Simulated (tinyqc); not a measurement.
# Growing the supercell

Model: Koster-Slater impurity in a tight-binding band, by Green functions and by supercells. Computed by tinyqc, a small Python program. Command: `OMP_NUM_THREADS=1 python tinyqc.py 3017288 3017289 out.jsonl kosterslater sweep`. One thread of a shared host (Intel(R) Xeon(R) Processor @ 2.30GHz), about 0.02 s of CPU time with the checks.

One orbital per site, e(k) = -2 t sum cos(k_i) over 1 direction(s), band from -2 t to 2 t, lattice constant 1. One site has the extra energy U. Spin is left out.

Inputs (values chosen for the exercise, for a model band): hopping t = 0.7 eV; impurity potential U = -0.471 eV.

Lattice: chain.

Method:
- Outside the band G0(E) = sign(E)/sqrt(E^2 - 4 t^2).
- A bound state solves 1/U = G0(E).
- Bisection in ln(distance from the edge) between 1e-5 t and |U| + t. Weight on the impurity site: -1/(U^2 dG0/dE), by a central difference with step min(1e-4 t, distance/30). Decay length along an axis: 1/arccosh(1 + distance/(2 t)).
- In a periodic cell of N sites along each direction with Bloch vector K, the level solves 1/U = N^-d sum_k 1/(E - e(k)), k_i = (2 pi m_i + K_i)/N, m_i = 0..N-1; the outermost root on the side of U is taken (bisection). d is the number of directions. Gamma means K_i = 0, the zone corner K_i = pi, the quarter point K_i = pi/2.
- The error is measured against the isolated level E_b.

One run for each value:

| supercell edge N (sites) | error at Gamma (eV) | width between Gamma and the corner (eV) | level at Gamma (eV) | level at the quarter point (eV) |
|---|---|---|---|---|
| 3 | -0.1049 | 0.5464 | -1.582 | -1.402 |
| 4 | -0.0687 | 0.2927 | -1.546 | -1.447 |
| 5 | -0.0474 | 0.1729 | -1.525 | -1.463 |
| 6 | -0.0337 | 0.1088 | -1.511 | -1.471 |
| 8 | -0.0178 | 0.0482 | -1.495 | -1.476 |
| 10 | -0.0096 | 0.0232 | -1.487 | -1.477 |

Over the rows, error at Gamma (eV) rises from -0.105 to -0.00960 (exponent d ln y / d ln x -1.5 between the first rows and -2.8 between the last); width between Gamma and the corner (eV) falls from 0.546 to 0.0232 (exponent d ln y / d ln x -2.2 between the first rows and -3.3 between the last); level at Gamma (eV) rises from -1.58 to -1.49 (exponent d ln y / d ln x -0.081 between the first rows and -0.025 between the last).

Extremes, crossings and ranges named in words are read from the listed rows.
